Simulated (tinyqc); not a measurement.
Raising U: Hubbard ring of 5 sites, mean field against exact. Computed by the program tinyqc. Collinear unrestricted mean field (the lowest of 40 random starts) against exact diagonalisation.

one-body matrix (hopping and site energies) (eV):
```
         1        2        3        4        5
1   0.0000  -1.8400   0.0000   0.0000  -1.8400
2  -1.8400   0.0000  -1.8400   0.0000   0.0000
3   0.0000  -1.8400   0.0000  -1.8400   0.0000
4   0.0000   0.0000  -1.8400   0.0000  -1.8400
5  -1.8400   0.0000   0.0000  -1.8400   0.0000
```

electrons, up and down: 3  2

Exact and mean-field results (eV):
```
U          U/t   E exact  E mean field  mean |n_up - n_down|  double occupancy, exact  first gap in the sector
0.920    0.500  -9.70964      -9.67430                 0.200                    0.221                    0.000
1.840    1.000  -8.73548      -8.59184                 0.220                    0.202                    0.000
3.680    2.000  -7.06563      -6.49921                 0.335                    0.161                    0.000
5.520    3.000  -5.76458      -4.73711                 0.611                    0.123                    0.000
7.360    4.000  -4.78415      -3.61632                 0.787                    0.092                    0.000
11.040   6.000  -3.49210      -2.43549                 0.909                    0.053                    0.000
14.720   8.000  -2.71821      -1.83261                 0.949                    0.033                    0.000
22.080  12.000  -1.86533      -1.22451                 0.978                    0.016                    0.000
36.800  20.000  -1.13696      -0.73554                 0.992                    0.006                    0.000
```

What does the comparison show, and why?

In absolute terms mean field is worst at U/t = 4.0, 1.168 eV too high: at small U it is nearly exact, and at large U it misses only exchange-scale energies. Relative to the exact energy its error is 0.4 % at the smallest U, 35 % at most and 35 % at the largest. The double occupancy falls from 0.221 to 0.006; the lowest level is degenerate at every U, so the first gap stays zero.
